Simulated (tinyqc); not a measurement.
Specific resistance of a metal-semiconductor contact and its transmission-line measurement: one step, computed by the program tinyqc.

The barrier is parabolic (depletion approximation), energies E are normal energies counted from the band edge in the neutral semiconductor (downwards for holes), and the bias is zero. xi is an input, held fixed when other inputs move.

Problem. Current crowding. Transmission-line model: transfer length L_T = sqrt(rho_c/R_sh); R_c = (R_sh L_T/W) coth(d/L_T). Limits: rho_c/(W d) for d << L_T, sqrt(rho_c R_sh)/W for d >> L_T.

Inputs (values chosen for the exercise, modelled on n-type GaN):
```
quantity,value,unit
temperature T,300,K
sheet resistance R_sh,1900,ohm
contact length d,2,micrometre
contact width W,15,micrometre
```

Image-force lowering: left out.

specific contact resistance rho_c = 8.949725e-04 ohm cm^2

Give: transfer length L_T; d/L_T; contact resistance R_c; R_c W; short-contact limit; long-contact limit.

Solution.

transfer length L_T = 6.8632 micrometre

d/L_T = 0.29141

contact resistance R_c = 3067.2 ohm

R_c W = 46008 ohm micrometre

short-contact limit = 2983.2 ohm

long-contact limit = 869.34 ohm

The contact is short: the whole area carries current, and R_c scales as 1/d.
